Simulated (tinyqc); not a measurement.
Reverse leakage of an n+-p junction: diffusion, generation, trap-assisted and band-to-band tunnelling: two steps of the calculation.

One-sided abrupt junction in the depletion approximation, x from the junction (0) to W on the p side, field F = F0 (1 - x/W). Flat quasi-Fermi levels, long p side. Traps generate through SRH with both lifetimes shortened by 1 + Gamma (Hurkx enhancement, form for moderate fields); band-to-band generation is local and needs a total bending above Eg.

Inputs (values chosen for the exercise); band and dielectric values close to those of silicon:
- T = 400 K (temperature)
- Eg = 1.1 eV (band gap)
- eps_r = 11.5 (relative permittivity)
- Nc = 4.26e19 cm^-3 (conduction-band density of states at T)
- Nv = 4.06e19 cm^-3 (valence-band density of states at T)
- Na = 1.7e16 cm^-3 (acceptor density of the lighter side)
- Nd = 5e19 cm^-3 (donor density of the heavier side)
- tau = 2e-8 s (SRH lifetime of both carriers at zero field)
- Et = 0 eV (trap level above the intrinsic level)
- mt = 0.24 m0 (tunnelling mass)
- Dn = 23 cm^2/s (electron diffusion coefficient on the lighter side)
- Ab = 2.2e14 cm^-0.5 V^-2.5 s^-1 (band-to-band prefactor)
- Bb = 1.84e7 V/cm (band-to-band field constant)
- VR = 2.6 V (reverse bias)

Constants: q = 1.602176634e-19 C, kB = 1.380649e-23 J/K, hbar = 1.054571817e-34 J s, m0 = 9.1093837015e-31 kg, Vt = kB T/q, eps0 = 8.8541878128e-14 F/cm where lengths are in cm. Results are converted to the units shown.

Question 1. Field, scales and diffusion current. ni = sqrt(Nc Nv) exp(-Eg/(2 Vt)), Eg in volts; Vbi = Vt ln(Na Nd/ni^2); W = sqrt(2 eps0 eps_r (Vbi + VR)/(q Na)); F0 = 2 (Vbi + VR)/W; FG = sqrt(24 mt m0 (kB T)^3)/(q hbar); J_diff = q ni^2 sqrt(Dn/tau)(1 - exp(-VR/Vt))/Na.

Find: ni; Vbi; W; F0; FG; J_diff.

Answer 1.

ni = 4.890e12 cm^-3
Vbi = 0.8374 V
W = 507.0 nm
F0 = 135.6 kV/cm
FG = 556.4 kV/cm
J_diff = 7.641e-6 A/cm^2

Question 2. Generation rates across the layer. u = (Vbi + VR)(1 - x/W)^2, p = Na exp(-u/Vt), n = Nd exp((u - Vbi - VR)/Vt); G0 = ni^2 (1 - exp(-VR/Vt))/(tau (n + p + 2 ni cosh(Et/Vt))); Gamma = 2 sqrt(3 pi)(F/FG) exp((F/FG)^2); trap-assisted part G0 Gamma; G_bb = Ab F^2.5 exp(-Bb/F) with F in V/cm, zero unless Vbi + VR > Eg. 13 equal steps.

ni = 4.8895941e12 cm^-3
Vbi = 0.83740775 V
W = 506.96053 nm
F0 = 135.60850 kV/cm
FG = 556.39612 kV/cm

Give: x; F; Gamma; G0; G0 Gamma; G_bb.

Answer 2.

| point | x (nm) | F (kV/cm) | Gamma | G0 (cm^-3 s^-1) | G0 Gamma (cm^-3 s^-1) | G_bb (1e-32 cm^-3 s^-1) |
|---|---|---|---|---|---|---|
| 0 | 0.0 | 135.6 | 1.588 | 2.391e13 | 3.797e13 | 1.762 |
| 1 | 39.0 | 125.2 | 1.453 | 4.069e19 | 5.912e19 | 0.000 |
| 2 | 78.0 | 114.7 | 1.321 | 1.222e20 | 1.615e20 | 0.000 |
| 3 | 117.0 | 104.3 | 1.192 | 1.222e20 | 1.457e20 | 0.000 |
| 4 | 156.0 | 93.9 | 1.066 | 1.222e20 | 1.303e20 | 0.000 |
| 5 | 195.0 | 83.5 | 0.9419 | 1.222e20 | 1.151e20 | 0.000 |
| 6 | 234.0 | 73.0 | 0.8198 | 1.222e20 | 1.002e20 | 0.000 |
| 7 | 273.0 | 62.6 | 0.6995 | 1.222e20 | 8.550e19 | 0.000 |
| 8 | 312.0 | 52.2 | 0.5806 | 1.222e20 | 7.093e19 | 0.000 |
| 9 | 351.0 | 41.7 | 0.4630 | 1.074e20 | 4.974e19 | 0.000 |
| 10 | 390.0 | 31.3 | 0.3464 | 1.275e19 | 4.418e18 | 0.000 |
| 11 | 429.0 | 20.9 | 0.2306 | 7.405e17 | 1.707e17 | 0.000 |
| 12 | 468.0 | 10.4 | 0.1152 | 1.267e17 | 1.459e16 | 0.000 |
| 13 | 507.0 | 0.0 | 0 | 7.028e16 | 0 | 0.000 |

Range of the model: The n+ side is degenerate, so Vbi from Boltzmann statistics is only a guide.

Computed by the program tinyqc: `OMP_NUM_THREADS=1 python tinyqc.py 2290064 2290065 out.jsonl`, one thread of a shared Intel Xeon 2.30GHz, about 0.01 s for the whole run.
